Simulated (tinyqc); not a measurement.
Raising U: Hubbard chain of 5 sites, mean field against exact. Computed by the program tinyqc. Collinear unrestricted mean field (the lowest of 40 random starts) against exact diagonalisation.

one-body matrix (hopping and site energies) (eV):
```
         1        2        3        4        5
1   0.4500  -1.2800   0.0000   0.0000   0.0000
2  -1.2800   0.2600  -1.2800   0.0000   0.0000
3   0.0000  -1.2800   0.1100  -1.2800   0.0000
4   0.0000   0.0000  -1.2800  -0.2300  -1.2800
5   0.0000   0.0000   0.0000  -1.2800   0.1000
```

electrons, up and down: 3  1

Exact and mean-field results (eV):
```
U          U/t   E exact  E mean field  mean |n_up - n_down|  double occupancy, exact  first gap in the sector
0.640    0.500  -4.85888      -4.84380                 0.400                    0.108                    1.009
1.280    1.000  -4.53156      -4.47097                 0.400                    0.096                    0.957
3.840    3.000  -3.57334      -3.10933                 0.536                    0.056                    0.721
5.120    4.000  -3.26196      -2.68574                 0.671                    0.042                    0.622
7.680    6.000  -2.84470      -2.25662                 0.748                    0.025                    0.474
10.240   8.000  -2.58865      -2.04247                 0.772                    0.016                    0.378
15.360  12.000  -2.30069      -1.82833                 0.788                    0.008                    0.264
25.600  20.000  -2.05043      -1.69994                 0.798                 3.02e-03                    0.163
```

Estimate the missing row, U = 2.56.

Computed row:
```
U        U/t   E exact  E mean field  mean |n_up - n_down|  double occupancy, exact  first gap in the sector
2.560  2.000  -3.98724      -3.75176                 0.400                    0.074                    0.837
```

In absolute terms mean field is worst at U/t = 6.0, 0.588 eV too high: at small U it is nearly exact, and at large U it still misses the motion of the hole through a fluctuating spin background. Relative to the exact energy its error is 0.3 % at the smallest U, 21 % at most and 17 % at the largest. The double occupancy falls from 0.108 to 0.003.
